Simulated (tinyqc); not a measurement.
Surface segregation during layer-by-layer epitaxy: two-layer exchange kinetics and the shape of quantum wells and delta layers: one step, computed by the program tinyqc.

Atoms A and B exchange only between the growing layer and the one below it. B is supplied for N layers, then pure A follows.

Task: The second layer. Each layer is deposited complete with B share x_dep and then exchanges for the time tau = 1/G with the layer below, whose share is b (total c = s + b fixed): ds/dt = p1 b (1 - s) - p2 s (1 - b), s(0) = x_dep. With the roots s1 < s2 of the right side, (s - s1)/(s - s2) = [(s(0) - s1)/(s(0) - s2)] exp(-(p1 - p2)(s2 - s1) tau). The lower layer is then buried with c - s, and s becomes the b of the next layer. Layer 1 is deposited on pure A with share x0; with nothing to lift from below, take b = 0 and s(0) = x0 for it. Then layer 2 has x_dep = x0.

Inputs (values chosen for the exercise, close to those used for gallium in AlAs):
```
quantity,value,unit
growth rate G,0.37,layers/s
share x0 of B in the flux during the well,0.7,-
layers in the well N,10,-
temperature T,600,C
```

p1 = 16.79662 1/s

p2 = 5.355921 1/s

Give: share in layer 1 after its exchange; root s1 for layer 2; root s2 for layer 2; share in layer 2 after its exchange; share buried in layer 1.

Result:

share in layer 1 after its exchange = 0.4756

root s1 for layer 2 = 0.7223

root s2 for layer 2 = 2.390

share in layer 2 after its exchange = 0.7223

share buried in layer 1 = 0.4534
